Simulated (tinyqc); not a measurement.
Ferroelectric hysteresis, discrete Preisach model: First-order reversal: partial erase after a full write.

25 bistable elements (j, k) switch to +1 when V reaches u_j and to -1 when V falls to -u_k, and keep their state between. P = Ps sum w_jk s_jk. All elements start at -1. No time dependence and no dielectric part.

w_jk is proportional to exp[-(a_j^2 + a_k^2 - 2 cr a_j a_k)/(2 (1 - cr^2))], a_j = (u_j - Vc)/sg, and the weights sum to one. Sequence: +4 V, then -Vr (state P1), then +Vr (state P2), then -Vr again (P3).

Parameters, values chosen for the exercise: saturation polarisation Ps = 30 uC/cm^2; mean coercive voltage Vc = 2 V; spread of the switching voltages sg = 0.97 V; list of the u_j up = [0.4, 1.2, 2, 2.8, 3.6] V; correlation of up and down voltages cr = 0.

First-order reversal: partial erase after a full write:
```
Vr (V)  P1 (uC/cm^2)  P2 (uC/cm^2)  P3 (uC/cm^2)
0              30.00         30.00         30.00
0.8            24.76         25.22         24.76
1.6            10.22         16.74         10.22
2.4           -10.22         16.74        -10.22
3.2           -24.76         25.22        -24.76
4             -30.00         30.00        -30.00
```

P1 falls from 30.0 to -30.0 uC/cm^2; the largest single drop, 20.4 uC/cm^2, comes between Vr = 1.6 and 2.4 V. P3 equals P1 in every row: a minor loop closes on itself (return-point memory). The height P2 - P1 of the minor loop goes from 0.458 uC/cm^2 at Vr = 0.8 V to 60.0 at full amplitude.

Computed by the program tinyqc: `OMP_NUM_THREADS=1 python tinyqc.py 2860118 2860119 out.jsonl`, one thread of a shared Intel Xeon 2.30GHz, about 0.01 s for the whole run.
